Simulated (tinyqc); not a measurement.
Ballistic transport through the one-dimensional subbands of a rectangular nanowire or nanosheet channel: one step, computed by the program tinyqc. Command: `OMP_NUM_THREADS=1 python tinyqc.py 3027463 3027464 out.jsonl wire walk`. One thread of a shared host (Intel(R) Xeon(R) Processor @ 2.30GHz), about 0.02 s of CPU time with the checks.

Hard walls, parabolic subbands, transport along x. Energies are counted from the bulk conduction band edge at the top of the barrier, which the gate pulls down by U; the source Fermi level lies at the bulk edge when U = 0.

Question. Conductance, capacitance and scattering. Linear conductance G = (2 e^2/h) sum_i g f(eta_i), g = 2, f = 1/(1 + exp(-eta_i)), with the barrier frozen at the eta_i above; current per perimeter I/(2(a + b)); with scattering, transmission lambda/(lambda + L) and low-bias resistance (1 + L/lambda)/G.

Inputs (values chosen for the exercise, modelled on silicon):
```
quantity                                   value  unit
height a                                     4.8    nm
width b                                      7.3    nm
temperature T                                150     K
mean free path for back-scattering lambda     60    nm
channel length L                              55    nm
```

Valleys: silicon [100] wire.

Occupation:
```
subband      eta_i    n_i (1/nm)  I_i (microampere)
1         6.971698  6.934930e-01       7.662012e+00
2         3.980186  4.050856e-01       6.505811e+00
3         2.845457  2.987915e-01       5.197351e+00
4         2.196200  2.451592e-01       4.265458e+00
5         1.701691  4.544757e-01       3.526824e+00
6        -0.777110  5.157690e-02       7.385045e-01
7        -1.647770  2.489898e-02       3.445623e-01
8        -4.031612  2.563603e-03       3.449093e-02
9        -4.939743  1.041369e-03       1.398403e-02
10       -5.774012  4.534184e-04       6.084266e-03
```

ballistic current I = 28.29508 microampere

Constants: e = 1.602176634e-19 C; h = 6.62607015e-34 J s.

Give: open modes sum g f; ballistic conductance; current per perimeter; transmission; low-bias resistance with scattering.

Answer.

open modes sum g f = 10.35

ballistic conductance = 802.0 microsiemens

current per perimeter = 1169 microampere/micrometre

transmission = 0.5217

low-bias resistance with scattering = 2.390 kiloohm

Even without scattering the wire has h/(2 e^2 M) = 1.25 kiloohm, which sits in the contacts.
